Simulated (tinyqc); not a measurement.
# CMOS latch-up, two-transistor model: effect of the temperature

A parasitic pnp (emitter at Vdd, base shunted by Rw) and npn (emitter at ground, base shunted by Rs) feed each other: the npn collector current flows out of the pnp base node, the pnp collector current into the npn base node. Forward-active transistors with constant gains: Icn = Isn exp(Vn/Vt), Icp = Isp (exp(Vp/Vt) - 1). A current Ii is injected into the npn base node.

Isn, Isp and Von are given at 250 K; the currents scale as T^3 exp(-1.12 V/Vt), Von falls by 1.5 mV/K, gains and resistances are fixed. Node equations: Vp/Rw + Icp/bp = Icn and Vn/Rs + Icn/bn = Icp + Ii. Loop gain G = gn gp/[(1/Rw + gp/bp)(1/Rs + gn/bn)], gn = Icn/Vt, gp = (Icp + Isp)/Vt; the off state ends where G = 1, and Ii there is the trigger current. On state with both base-emitter voltages at Von: npn base current Ib = (Von/Rs + bp Von/Rw)/(bn bp - 1), holding current Ih = (bn + 1) Ib + Von/Rs, holding voltage Vh = Vsat + Von + R2 (Ib + Von/Rs).

Parameters, values chosen for the exercise; values close to those of bulk CMOS:

| symbol | value | unit | meaning |
|---|---|---|---|
| bn | 20.4 |  | current gain of the npn |
| bp | 0.6 |  | current gain of the pnp |
| Isn | 8.3e-19 | A | saturation current of the npn at the reference temperature |
| Isp | 1.6e-19 | A | saturation current of the pnp at the reference temperature |
| Rs | 230 | ohm | substrate resistance shunting the npn |
| Rw | 3700 | ohm | well resistance shunting the pnp |
| R2 | 510 | ohm | resistance from the pnp collector to the npn base |
| Von | 0.75 | V | base-emitter voltage in the on state |
| Vsat | 0.07 | V | saturation voltage |
| Vdd | 1.2 | V | supply voltage |

Constants: q = 1.602176634e-19 C, kB = 1.380649e-23 J/K, Vt = kB T/q. Results are converted to the units shown.

Results:
```
T (K)	Vn at trigger (V)	trigger current (mA)	Ih (mA)	Vh (V)
233	0.7465	3.245	10.03	2.724
263	0.6905	2.993	9.449	2.570
323	0.5785	2.477	8.285	2.262
353	0.5223	2.214	7.702	2.108
383	0.4657	1.950	7.120	1.954
413	0.4088	1.684	6.538	1.800
443	0.3516	1.416	5.956	1.646
```

Estimate the missing row, T = 293 K.

Computed row:
```
T (K)	Vn at trigger (V)	trigger current (mA)	Ih (mA)	Vh (V)
293	0.6345	2.736	8.867	2.416
```

With this row back in the table: As T goes from 233 to 443 K, the trigger current falls from 3.25 to 1.42 mA, Ih falls from 10.0 to 5.96 mA and Vh falls from 2.72 to 1.65 V. Vh exceeds the supply Vdd = 1.2 V, which then cannot sustain a latched state, in 8 of the 8 rows.

Numbers from tinyqc (`OMP_NUM_THREADS=1 python tinyqc.py 2670043 2670044 out.jsonl`; about 0.04 s on one thread of a shared Intel Xeon 2.30GHz).
